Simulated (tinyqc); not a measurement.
# Changing the reflectivity of the chamber walls r

Model: rapid thermal processing of a wafer: radiative balance, ramp and cooling, pattern effects, pyrometer error and spike budget. Computed by tinyqc, a small Python program. Command: `OMP_NUM_THREADS=1 python tinyqc.py 3110321 3110322 out.jsonl rtp sweep`. One thread of a shared host (Intel(R) Xeon(R) Processor @ 2.30GHz), about 0.09 s of CPU time with the checks.

The wafer is opaque and uniform through its thickness unless said otherwise; temperatures in formulas are in kelvin (C + 273.15). sigma = 5.670374419e-12 W/(cm^2 K^4).

Inputs (values chosen for the exercise, modelled on a hot silicon wafer):
```
quantity                                              value         unit
wafer thickness d                                       725   micrometre
heat capacity per volume C                             2.12   J/(cm^3 K)
thermal conductivity k                                 0.21     W/(cm K)
emissivity eps of each face                            0.64            -
gas heat-transfer coefficient h, both faces together    6.9  mW/(cm^2 K)
wall temperature T_w                                    700            K
process temperature                                     793            C
starting temperature                                    500            C
ramp rate                                                44          K/s
relative change of absorptivity over a pattern           10            %
period of the pattern                                  0.97           mm
activation energy of the process E_a                   1.24           eV
```

Constants: k_B = 8.617333262e-05 eV/K.

Method:
- Effective emissivity between parallel grey plates: eps_eff = 1/(1/eps + 1/(1 - r) - 1). Loss per area q(T) = 2 eps_eff sigma (T^4 - T_w^4) + h (T - T_w).
- Absorbed power during a ramp = q(T) + C d x ramp rate; thermal time constant tau = C d/(dq/dT), dq/dT = 8 eps_eff sigma T^3 + h; natural cooling rate q/(C d); front-to-back difference under one-sided heating at the end of the ramp = (absorbed power) d/(2 k).
- Cooling with the lamps off: C d dT/dt = -q(T), integrated adaptively (relative tolerance 1e-10).
- Spike anneal: linear ramp to the peak, then lamps off. Equivalent time at the peak = int exp(-(E_a/k_B)(1/T - 1/T_peak)) dt; estimate (k_B T^2/E_a)(1/ramp rate + 1/cooling rate). The ramp part uses 4000 trapezoid steps, the cooling part 4000 steps over 4 tau.
- Time within 50 K of the peak from the same curves.
- At steady state a sinusoidal change of absorbed power of relative amplitude a and period p gives the temperature amplitude a q/(dq/dT + k d (2 pi/p)^2); healing length l = sqrt(k d/(dq/dT)); process change = E_a dT/(k_B T^2). Emissivity is taken as unchanged.

One run for each value; columns: (1) reflectivity of the chamber walls r; (2) holding power q (W/cm^2); (3) natural cooling rate (K/s); (4) equivalent time, total (s); (5) healing length l (mm):
```
(1)      (2)     (3)     (4)     (5)
0.00  10.161  66.112  3.0528   6.015
0.14   9.441  61.425  3.1617   6.267
0.27   8.700  56.604  3.2918   6.563
0.41   7.811  50.820  3.4789   6.980
0.54   6.886  44.802  3.7223   7.511
0.68   5.762  37.486  4.1171   8.355
0.81   4.574  29.761  4.7293   9.654
0.95   3.107  20.212  6.0675  12.611
```

What does the table show, and why?

Over the rows, holding power q (W/cm^2) falls from 10.2 to 3.11; natural cooling rate (K/s) falls from 66.1 to 20.2; equivalent time, total (s) rises from 3.05 to 6.07. Reflecting walls save power but slow the cooling, which lengthens the equivalent time of a spike.

Extremes, crossings and ranges named in words are read from the listed rows.
